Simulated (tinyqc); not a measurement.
## Area and perimeter leakage from two diodes

Inverse problem. A square diode and a finger diode leak I = JA area + JP perimeter. Find JA, JP and the side of the square at which both parts are equal.

areas (um^2): [10000, 78000]
perimeters (um): [400, 16380]
leakage currents (pA): [1.13, 28.704000]

Solution. Two linear equations give JA and JP; for a square of side a, JA a^2 = 4 JP a at a = 4 JP/JA.

JA = 5.30e-9 A/cm^2
JP = 1.50e-11 A/cm
side for equal parts = 113 um

Numbers from tinyqc (`OMP_NUM_THREADS=1 python tinyqc.py 2290118 2290119 out.jsonl`; about 0.01 s on one thread of a shared Intel Xeon 2.30GHz).
